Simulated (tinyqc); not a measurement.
# Thermionic-field emission through a Schottky barrier, WKB: effects of single changes

Metal on an n-type semiconductor with one parabolic valley; V > 0 is forward bias (metal positive). Energies E are counted from the conduction edge of the neutral semiconductor, whose Fermi level lies at -xi; that of the metal lies at -xi - V. The barrier is a parabola of height Vd = phi - xi - V (depletion approximation, no image force).

Values chosen for this exercise; band and dielectric values those of a made-up semiconductor: temperature T = 350 K; electron mass me = 0.255 m0; relative permittivity eps_r = 9.39; barrier height seen from the metal phi = 0.36 eV; donor density Nd = 4.9e18 cm^-3.

Constants: q = 1.602176634e-19 C, kB = 1.380649e-23 J/K, eps0 = 8.8541878128e-12 F/m, hbar = 1.054571817e-34 J s, h = 6.62607015e-34 J s, m0 = 9.1093837015e-31 kg, Vt = kB T/q. Results are converted to the units shown.

Each table varies one quantity; the others keep the values above.

## Contact resistivity against barrier height

Nc = 2 (2 pi me m0 kB T/h^2)^1.5 (times 1e-6 for cm^-3); Nd = Nc F12(-xi/Vt), F12(x) = (2/sqrt(pi)) int_0^infinity sqrt(u)/(1 + exp(u - x)) du; E00 = (hbar/2) sqrt(Nd/(me m0 eps0 eps_r)) in SI units (volts). For E < Vd, ln T(E) = -(Vd/E00) [sqrt(1 - y) - y ln((1 + sqrt(1 - y))/sqrt(y))], y = E/Vd; T(E) = 1 above. J = A* T (q/kB) int_0^infinity T(E) N(E) dE, N = ln[(1 + exp((-xi - E)/Vt))/(1 + exp((-xi - V - E)/Vt))], A* = 4 pi q me m0 kB^2/h^3 (times 1e-4 for A/(cm^2 K^2)). The integral is converged to the digits shown; the share over the barrier is that of E > Vd, and 0 means below 1e-6 %. The contact resistivity is rho_c = 1/(dJ/dV) at V = 0, where N becomes V f/Vt with f = 1/(1 + exp((E + xi)/Vt)).

Results:
```
phi (eV)  rho_c (ohm cm^2)  thermionic Vt exp(phi/Vt)/(A* T^2) (ohm cm^2)
0.15              1.052e-7                                       1.161e-6
0.29              2.787e-6                                       1.204e-4
0.42              7.091e-5                                       0.008968
0.56              0.002510                                         0.9303
0.83                 2.698                                           7185
0.96                 79.66                                        5.350e5
1.1                   3085                                        5.550e7
```

Estimate the missing row, phi = 0.69 eV.

Computed row:
```
phi (eV)  rho_c (ohm cm^2)  thermionic Vt exp(phi/Vt)/(A* T^2) (ohm cm^2)
0.69               0.07151                                          69.27
```

With this row back in the table: rho_c rises from 1.05e-7 to 3080 ohm cm^2; between the last two rows it grows by a factor e every 38.3 meV, against E00 coth(E00/Vt) = 37.6 meV and Vt = 30.2 meV for pure emission.

## Current against forward bias

Same model as above.

n = (dV/d ln J)/Vt.

Current against forward bias:
```
V (V)  J (A/cm^2)  share over the barrier (%)  mean E/Vd      n
0.121     3.757e4                        3.55     0.5499  1.341
0.142     6.274e4                        4.30     0.5564  1.374
0.163     1.036e5                        5.25     0.5645  1.402
0.185     1.734e5                        6.52     0.5752  1.432
0.206     2.804e5                        8.09     0.5885  1.466
0.227     4.480e5                        10.2     0.6061  1.508
0.249     7.205e5                        13.1     0.6316  1.567
```

Read the table: what changes, and by how much?

J rises from 37600 to 7.21e5 A/cm^2, and n rises from 1.34 to 1.57. The Padovani-Stratton slope is (E00/Vt) coth(E00/Vt) = 1.25; the middle row is 15 % above it.

Range of the model: The depletion approximation, a parabolic band and the neglect of image-force lowering make these currents estimates at high doping.

Numbers from tinyqc (`OMP_NUM_THREADS=1 python tinyqc.py 2640119 2640120 out.jsonl`; about 0.05 s on one thread of a shared Intel Xeon 2.30GHz).
